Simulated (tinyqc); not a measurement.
## Coupling ratio and rate constant from the late transient

Inverse problem. Long after the knee a floating-gate cell follows U = Vg - (tox/ag) B/ln(K t). Find K and ag.

Inputs (values chosen for the exercise):
- tox = 9.2 nm (tunnel oxide thickness)
- Vg = 15.9 V (control-gate voltage)

U at t = 0.0005 and 0.05 s (V): [1.7393886, 3.8865192]
B = 24.985659 V/nm

Solution. 1/(Vg - U) is linear in ln t; the ratio of the two values gives ln(K t_a), and either value gives ag.

K = 3.100e14 1/s
ag = 0.6300

Program tinyqc, `OMP_NUM_THREADS=1 python tinyqc.py 2130164 2130165 out.jsonl`; Intel Xeon 2.30GHz, shared host, one thread, about 0.02 s.
